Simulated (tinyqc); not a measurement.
# Short-channel transistor, virtual-source model with series resistance: several studies

The current per gate width is the charge at the top of the source barrier (the virtual source) times its velocity times a saturation function; al and be are fitting constants of the model. Units: I in uA/um, Rs in ohm um, so I Rs = 1e-6 I Rs in volts; Q in uC/cm^2, so I = 1e-4 Q vx0 Fsat with vx0 in cm/s.

Parameters, values chosen for the exercise: temperature T = 300 K; inversion capacitance Cinv = 1.02 uF/cm^2; velocity at the virtual source vx0 = 6.07e6 cm/s; apparent mobility mu = 130 cm^2/(V s); channel length L = 16 nm; threshold at zero drain voltage VT0 = 0.436 V; drain-induced barrier lowering dl = 0.177 V/V; subthreshold factor n0 = 1.54; growth of n with drain voltage nd = 0 1/V; threshold shift (in units of Vt) from weak to strong inversion al = 3.5; sharpness of saturation be = 2; series resistance of each contact Rs = 200 ohm um.

Constants: q = 1.602176634e-19 C, kB = 1.380649e-23 J/K, Vt = kB T/q. Results are converted to the units shown.

Each table varies one quantity; the others keep the values above.

## Output curve

Intrinsic voltages Vg' = Vgs - I Rs, Vd' = Vds - 2 I Rs. n = n0 + nd Vd', VT = VT0 - dl Vd', Ff = 1/(1 + exp((Vg' - VT + al Vt/2)/(al Vt))), Q = Cinv n Vt ln(1 + exp((Vg' - VT + al Vt Ff)/(n Vt))), Vdsat = (vx0 L/mu)(1 - Ff) + Vt Ff, Fsat = u/(1 + u^be)^(1/be) with u = Vd'/Vdsat, and I = Q vx0 Fsat per width. I is solved self-consistently. gds = dI/dVds, gm = dI/dVgs.

In this table Vgs = 1 V.

Output curve:

| Vds (V) | I (uA/um) | Fsat | gds (uS/um) | gain gm/gds |
|---|---|---|---|---|
| 0.11 | 167.00 | 0.50098 | 1316.0 | 0.10450 |
| 0.22 | 272.13 | 0.83024 | 590.01 | 0.60147 |
| 0.33 | 312.87 | 0.93959 | 229.25 | 2.0604 |
| 0.44 | 332.14 | 0.97172 | 140.39 | 3.6050 |
| 0.56 | 347.03 | 0.98465 | 113.08 | 4.5826 |
| 0.67 | 358.90 | 0.99009 | 104.02 | 5.0264 |
| 0.78 | 370.09 | 0.99309 | 99.867 | 5.2597 |
| 0.89 | 380.95 | 0.99491 | 97.704 | 5.3905 |
| 1 | 391.62 | 0.99610 | 96.470 | 5.4686 |

The current rises from 167 to 392 uA/um as Fsat rises from 0.501 to 0.996; gds falls from 1320 to 96.5 uS/um. The gain ends at 5.47, against 1/dl = 5.65 for a current that depends on Vds through barrier lowering alone.

## Effect of the velocity at the virtual source on the on and off currents

Same model as above.

Ion is I at Vgs = Vds = 1 V, Ioff at Vgs = 0, Vds = 1 V, and Rlin = Vds/I at Vgs = 1 V, Vds = 0.05 V.

Effect of the velocity at the virtual source on the on and off currents:

| vx0 (cm/s) | Ion (uA/um) | Ioff (nA/um) | log10(Ion/Ioff) | Rlin (ohm um) |
|---|---|---|---|---|
| 5e6 | 331.3 | 240.4 | 3.139 | 628.0 |
| 7.1e6 | 446.6 | 341.1 | 3.117 | 623.2 |
| 1e7 | 586.4 | 480.0 | 3.087 | 621.0 |
| 1.4e7 | 747.2 | 671.1 | 3.047 | 619.8 |
| 2e7 | 929.9 | 956.7 | 2.988 | 619.2 |
| 2.8e7 | 1089 | 1336 | 2.911 | 619.0 |
| 4e7 | 1217 | 1900 | 2.806 | 618.8 |

What does the comparison show?

As vx0 goes from 5e6 to 4e7 cm/s, Ion rises from 331 to 1220 uA/um, Ioff rises from 240 to 1900 nA/um and Rlin falls from 628 to 619 ohm um. Ion changes by a factor of 3.67 and Ioff by 7.90. For vx0 = 2.8e7 to 4e7 cm/s the off current passes 1 uA/um, so the device is hardly off at Vgs = 0.

## Effect of the threshold at zero drain voltage on the on and off currents

Same model as above.

Results:

| VT0 (V) | Ion (uA/um) | Ioff (nA/um) | log10(Ion/Ioff) | Rlin (ohm um) |
|---|---|---|---|---|
| 0.15 | 542.45 | 35870 | 1.1796 | 546.98 |
| 0.2 | 516.09 | 21188 | 1.3866 | 556.49 |
| 0.3 | 463.36 | 4875.5 | 1.9779 | 579.73 |
| 0.35 | 436.99 | 1890.2 | 2.3640 | 594.11 |
| 0.4 | 410.61 | 656.28 | 2.7963 | 610.94 |
| 0.45 | 384.23 | 211.09 | 3.2601 | 630.88 |
| 0.5 | 357.86 | 64.660 | 3.7431 | 654.86 |

Estimate the missing row, VT0 = 0.25 V.

Computed row:

| VT0 (V) | Ion (uA/um) | Ioff (nA/um) | log10(Ion/Ioff) | Rlin (ohm um) |
|---|---|---|---|---|
| 0.25 | 489.73 | 10943 | 1.6508 | 567.32 |

With this row back in the table: As VT0 goes from 0.15 to 0.5 V, Ion falls from 542 to 358 uA/um, Ioff falls from 35900 to 64.7 nA/um and Rlin rises from 547 to 655 ohm um. Ion changes by a factor of 0.660 and Ioff by 0.00180. The off current depends on it through an exponential, the on current about linearly. For VT0 = 0.15 to 0.35 V the off current passes 1 uA/um, so the device is hardly off at Vgs = 0.

tinyqc, about 0.01 s, one thread, Intel Xeon 2.30GHz (shared host): `OMP_NUM_THREADS=1 python tinyqc.py 2380081 2380082 out.jsonl`
